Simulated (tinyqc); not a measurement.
Capillary instabilities by surface diffusion: grooving and agglomeration of films, edge retraction, wire break-up and smoothing of roughness: one step, computed by the program tinyqc. Command: `OMP_NUM_THREADS=1 python tinyqc.py 3028101 3028102 out.jsonl dewet walk`. One thread of a shared host (Intel(R) Xeon(R) Processor @ 2.30GHz), about 0.01 s of CPU time with the checks.

Isotropic surface energy; shapes change by surface diffusion alone.

Question. Break-up of a free wire. A wire with r + A cos(k z) has dA/dt = (B/r^4) (kr)^2 [1 - (kr)^2] A: unstable for wavelengths above 2 pi r, fastest at kr = 1/sqrt 2 with the rate B/(4 r^4); break-up time about (4 r^4/B) ln(r/A0); each wavelength makes a sphere of radius (3 r^2 lambda_m/4)^(1/3).

Inputs (values chosen for the exercise, of the order of those of a cobalt film):
```
quantity                    value  unit
temperature T                1013     K
time t                         11     s
wire radius r                  34    nm
initial ripple over radius   0.02     -
```

B = 8211.538 nm^4/s

Give: fastest wavelength; break-up time; radius of the spheres; t over the break-up time.

Answer.

fastest wavelength = 302.1 nm

break-up time = 2547 s

radius of the spheres = 63.98 nm

t over the break-up time = 0.004320

The wire survives t. Caution: faceting can stabilise wires along low-index directions.
